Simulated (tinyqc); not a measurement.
n-type polysilicon, carrier trapping at grain boundaries: effect of the trap density of a grain boundary.

One-dimensional grains of size Lg, uniform ionised doping N, monovalent traps Qt at each boundary at a depth Et below (for electrons) or above (for holes) the band edge there, abrupt depletion of width W on each side of a boundary, Boltzmann statistics. xi is the distance from the band edge at the grain centre to the Fermi level. Trapped charge Qt/(1 + exp((xi + VB - Et)/Vt)) = 2 N W, barrier VB = q N W^2/(2 eps0 eps_r).

If the trap equation with xi = Vt ln(NB/N) has a root W < Lg/2, the grain is partly depleted; otherwise W = Lg/2 and the trap equation gives xi = Et - VB + Vt ln(Qt/(N Lg) - 1). N* = Qt/Lg. n0 = NB exp(-xi/Vt); mean density n0 (1 - 2 W/Lg) by charge balance in a partly depleted grain, and n0 (sqrt(pi)/2) erf(u)/u with u = sqrt(VB/Vt) in a fully depleted one; v = sqrt(kB T/(2 pi ms m0)); barrier resistivity Vt exp(VB/Vt)/(q fe n0 v Lg); grain resistivity (1 - 2 W/Lg)/(q n0 mug); effective mobility 1/(q mean density total resistivity). Rows with xi above 0.45 V, towards mid-gap, are left out, since the other carrier type is ignored.

Parameters, values chosen for the exercise; values of the order met in polycrystalline silicon: temperature T = 300 K; relative permittivity eps_r = 11.7; conduction-band density of states at T NB = 2.8e19 cm^-3; grain size Lg = 160 nm; depth of the trap level from the majority band edge at the boundary Et = 0.44 eV; mass for thermionic emission ms = 0.26 m0; correction factor of the emission rate fe = 0.5; mobility inside the grains mug = 110 cm^2/(V s); doping N = 3.4e17 cm^-3.

Constants: q = 1.602176634e-19 C, kB = 1.380649e-23 J/K, m0 = 9.1093837015e-31 kg, Vt = kB T/q, eps0 = 8.8541878128e-14 F/cm where lengths are in cm. Results are converted to the units shown.

The same in every row: xi (V) = 0.11403.

Effect of the trap density of a grain boundary:
```
Qt (cm^-2)	N/N*	depleted share 2 W/Lg	VB (V)	mean density (cm^-3)	resistivity (ohm cm)	effective mobility (cm^2/(V s))
2e11	27.200	0.036765	0.0022744	3.2750e17	0.17303	110.14
3.4e11	16.000	0.062500	0.0065730	3.1875e17	0.17095	114.54
5.7e11	9.5439	0.10478	0.018474	3.0438e17	0.17238	118.96
9.7e11	5.6082	0.17830	0.053497	2.7938e17	0.22618	98.775
1.6e12	3.4000	0.29385	0.14529	2.4009e17	3.2207	8.0717
2.8e12	1.9429	0.41459	0.28923	1.9904e17	812.56	0.038592
4.7e12	1.1574	0.43952	0.32506	1.9056e17	3249.2	0.010080
8e12	0.68000	0.45399	0.34681	1.8565e17	7534.3	0.0044623
```

What does the table show?

As Qt goes from 2e11 to 8e12, VB rises from 0.00227 to 0.347 V, the resistivity goes from 0.173 through a minimum of 0.171 (at Qt = 3.4e11 among the rows listed) to 7530 ohm cm and the effective mobility goes from 110 through a maximum of 119 (at Qt = 5.7e11 among the rows listed) to 0.00446 cm^2/(V s). For Qt = 2e11, 3.4e11, 5.7e11 VB is below Vt, where abrupt depletion and thermionic emission are rough. For Qt = 2e11, 3.4e11, 5.7e11 the effective mobility exceeds mug, since drift through the depleted part of the grain is left out.

Computed by the program tinyqc: `OMP_NUM_THREADS=1 python tinyqc.py 2830202 2830203 out.jsonl`, one thread of a shared Intel Xeon 2.30GHz, about 0.01 s for the whole run.
